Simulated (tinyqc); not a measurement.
Input admittance of a MOSFET at zero drain bias: distributed channel and distributed gate: one step of the calculation.

Source and drain grounded, strong inversion, w = 2 pi f, Cox = eps0 eox/tox. The channel is an RC line of resistance 1/(mu Cox Vo) per square fed from both ends, so one finger has the intrinsic admittance y = i w Cox L tanh(g)/g per width, g = (1/2) sqrt(i w tau), tau = L^2/(mu Vo). The vertical resistance rv/L is in series with y, the overlaps 2 i w Cov in parallel: y_t = 1/(1/y + rv/L) + 2 i w Cov. The gate strip is a line of Rsh/L per length loaded by y_t, so a finger has Y = y_t Wf tanh(k)/k, k = (Wf/sd) sqrt(y_t Rsh/L); the device has Nf Y.

Task. Admittance of the channel and stack per width. tau, g, c = Cox L, y and y_t as defined.

Parameters, values chosen for the exercise; values of the order met in silicon radio-frequency transistors: relative permittivity of the gate insulator (close to silicon dioxide) eox = 3.9; insulator thickness tox = 4.5 nm; channel length L = 0.14 um; channel mobility mu = 360 cm^2/(V s); gate overdrive Vo = 0.42 V; vertical resistivity of the gate stack rv = 0 ohm um^2; overlap and fringe capacitance on each side Cov = 0.15 fF/um; frequency f = 24 GHz.

Constants: eps0 = 8.8541878128e-14 F/cm where lengths are in cm. Results are converted to the units shown.

Find: tau; g; c; y; y_t.

Result.

tau = 1.2963 ps
g = 0.15632+0.15632i
c = 1.0743 fF/um
y = 2.64+161.95i uS/um
y_t = 2.64+207.19i uS/um

w tau = 0.195, and Im y is 1.00 of w c.

Program tinyqc, `OMP_NUM_THREADS=1 python tinyqc.py 2262037 2262038 out.jsonl`; Intel Xeon 2.30GHz, shared host, one thread, about 0.01 s.
